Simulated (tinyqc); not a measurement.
Central-cell correction: shallow acceptor in the spherical four-band model.

The ground state 1S3/2 has an L = 0 part f(r) and an L = 2 part g(r). In units of Ry* and a*, with Gaussians f_i = exp(-a_i r^2), g_i = r^2 exp(-a_i r^2), A = a_i + a_j and I(n) = Gamma((n + 1)/2)/(2 A^((n + 1)/2)): S_ff = I(2), S_gg = I(6), H_ff = (6 a_i a_j/A) I(2) - 2 I(1), H_gg = (14 a_i a_j/A) I(6) - 2 I(5), H_fg = -mu [15 I(2) - 20 a_j I(4) + 4 a_j^2 I(6)]; each function is then normalised. The split-off band is left out.

Converged values use 22 exponents 2.2^i, i = -7 to 14, for f and for g.

Inputs chosen for the exercise (out of a larger set: near those of a shallow acceptor in Si, where the small spin-orbit splitting and strong warping make this model rough; not measured data): rc = 2.1 angstrom (radius of the central cell); Vs = (2, 0, -0.5, -1.5, -2.5, -3.5) eV (central-cell strengths).

mu = 0.47009
Ry* = 22.8304 meV
a* = 26.726 angstrom

A short-range term V exp(-r^2/rc^2) is added (negative: attracts the hole); its elements are V S (A/(A + 1/rc^2))^(3/2) for f and ^(7/2) for g, in the same units.

Results:

| V (eV) | 1S binding (meV) | 2S binding (meV) | <r> (angstrom) | L = 2 weight |
|---|---|---|---|---|
| 2.0 | 26.5 | 7.54 | 35.7 | 0.094 |
| 0.0 | 28.6 | 7.81 | 33.1 | 0.097 |
| -0.5 | 29.4 | 7.91 | 32.2 | 0.097 |
| -1.5 | 31.6 | 8.17 | 30.0 | 0.099 |
| -2.5 | 35.1 | 8.55 | 27.1 | 0.102 |
| -3.5 | 41.3 | 9.14 | 23.4 | 0.105 |

From V = 0 to -3.5 eV the 1S binding grows by 12.6 meV (44 %) and the 2S binding by 1.32 meV, so the chemical shift sits mainly in the ground state. A repulsion of 2 eV removes 2.1 meV. The slope is 6.17 meV per eV over the last step against 1.06 on the repulsive side, since attraction pulls the state into the cell: the route from a shallow to a deep level.

Computed by tinyqc, a small Python program: `OMP_NUM_THREADS=1 python tinyqc.py 1280660 1280661 out.jsonl` (the numbers bound the seed that draws the inputs); one thread of a shared host (Intel(R) Xeon(R) Processor @ 2.30GHz), about 0.04 s for the whole set of steps.
